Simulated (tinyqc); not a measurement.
One-sided p+-n junction, ionisation integral and breakdown: one step of the calculation.

A p+ layer at x < 0 and an n drift layer from x = 0. Depletion approximation, built-in voltage neglected. Local ionisation coefficients alpha_n = an exp(-(bn/E)^mx), alpha_p = ap exp(-(bp/E)^mx). Electrons move towards +x, holes towards x = 0.

Question. Ionisation integrals by the trapezoid rule. G(x) = integral from 0 to x of (alpha_n - alpha_p); I_n = integral of alpha_n exp(-G) (electrons injected at x = 0), I_p = integral of alpha_p exp(G(end) - G) (holes injected at the far edge); M = 1/(1 - I). All integrals by the trapezoid rule on the grid.

```
point     x (um)  alpha_n (1/cm)  alpha_p (1/cm)
0      0.0000000       1897.7812       51162.125
1      0.0984640       1157.4351       34867.538
2      0.1969280       674.87682       22948.545
3      0.2953919       373.80123       14514.013
4      0.3938559       195.16349       8768.4548
5      0.4923199       95.158307       5023.6604
6      0.5907839       42.838428       2705.4493
7      0.6892479       17.556677       1354.6816
8      0.7877118       6.4361658       622.13525
9      0.8861758       2.0639703       257.55623
10     0.9846398      0.56262512       94.003321
11     1.0831038      0.12557149       29.381329
12     1.1815678     0.021827717       7.5652110
```

Find: G; alpha_n exp(-G); I_n; I_p; M_n; M_p.

Answer.

```
point        G  alpha_n exp(-G) (1/cm)
0       0.0000                  1897.8
1      -0.4085                  1741.4
2      -0.6841                  1337.6
3      -0.8634                   886.4
4      -0.9752                   517.5
5      -1.0417                   269.7
6      -1.0791                   126.0
7      -1.0988                    52.7
8      -1.1084                    19.5
9      -1.1127                     6.3
10     -1.1144                     1.7
11     -1.1150                     0.4
12     -1.1152                     0.1
```

I_n = 0.058174
I_p = 0.67958
M_n = 1.0618
M_p = 3.1209

Numbers from tinyqc (`OMP_NUM_THREADS=1 python tinyqc.py 2120015 2120016 out.jsonl`; about 0.06 s on one thread of a shared Intel Xeon 2.30GHz).
